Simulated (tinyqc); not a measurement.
Heavy and light holes: cyclotron masses of warped hole bands.

Inputs chosen for the exercise (near those of Si; the results hold for these values, not for the real material):

| symbol | value | unit | meaning |
|---|---|---|---|
| g1 | 4.28 |  | Luttinger gamma1 |
| g2 | 0.34 |  | gamma2 |
| g3 | 1.44 |  | gamma3 |
| ths | (0, 10, 25, 35, 55, 70, 90) | degrees | angles |

E = c k^2 f(n) with f = g1 -/+ 2 sqrt(g2^2 + 3 (g3^2 - g2^2)(nx^2 ny^2 + ny^2 nz^2 + nz^2 nx^2)). For the orbit through k = 0 perpendicular to b = (sin(theta)/sqrt2, sin(theta)/sqrt2, cos(theta)), mc is the mean of 1/f over the directions n in that plane (180 evenly spaced angles). Quantum effects of the lowest levels are left out.

Cyclotron masses (m0):

| theta (degrees) | heavy | light |
|---|---|---|
| 0 | 0.4170 | 0.1682 |
| 10 | 0.4300 | 0.1653 |
| 35 | 0.5297 | 0.1513 |
| 55 | 0.5673 | 0.1471 |
| 70 | 0.5571 | 0.1494 |
| 90 | 0.5439 | 0.1547 |

Give the missing row, theta (degrees) = 25.

Computed row:
```
theta (degrees)   heavy   light
25               0.4862  0.1563
```

The heavy mass varies by 36 % over the table, with its largest listed value at 55 degrees ([111] lies at 54.7) and its smallest at 0; the light mass varies by 14.3 %. The warping term enters both with the same size, but it is set against a small inverse mass in one and a large one in the other (along [111], g1 - 2 g3 = 1.40 and g1 + 2 g3 = 7.16).

(tinyqc, `OMP_NUM_THREADS=1 python tinyqc.py 1282688 1282689 out.jsonl`, Intel(R) Xeon(R) Processor @ 2.30GHz, 1 thread, shared host, about 0.01 s.)
